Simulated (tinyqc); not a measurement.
Worked calculation: one-electron ion in a basis of Gaussians. One step of it, computed by the program tinyqc.

Task: Generalised eigenproblem. Solve H C = S C e through S^(-1/2); each column has its largest component positive (the first on a tie).

H = T + V (hartree), lower triangle:
```
            1           2           3         4
1  -11.912773
2  -13.149001  -14.895917
3  -13.429839  -15.949985  -13.565556
4  -12.653175  -17.372553  -12.959169  3.800153
```

S, lower triangle:
```
          1         2         3         4
1  1.000000
2  0.857043  1.000000
3  0.568853  0.857130  1.000000
4  0.323839  0.568826  0.857019  1.000000
```

Give: eigenvalues of S; eigenvalues; coefficients.

Result:

eigenvalues of S: 0.0169  0.1399  0.8021  3.0411

eigenvalues (hartree): -17.6112  -2.0831  23.1405  97.0326

coefficients:
```
        1        2        3        4
1  0.1906   1.9263  -1.6736   0.9528
2  0.5451  -1.6660   3.7771  -3.0285
3  0.1525   0.2265  -2.5265   4.4778
4  0.2339  -0.2318   0.0635  -2.7096
```

For Z = 6 and l = 0 the exact lowest level is -Z^2/(2 n^2) with n = l + 1: -18.000000 hartree.
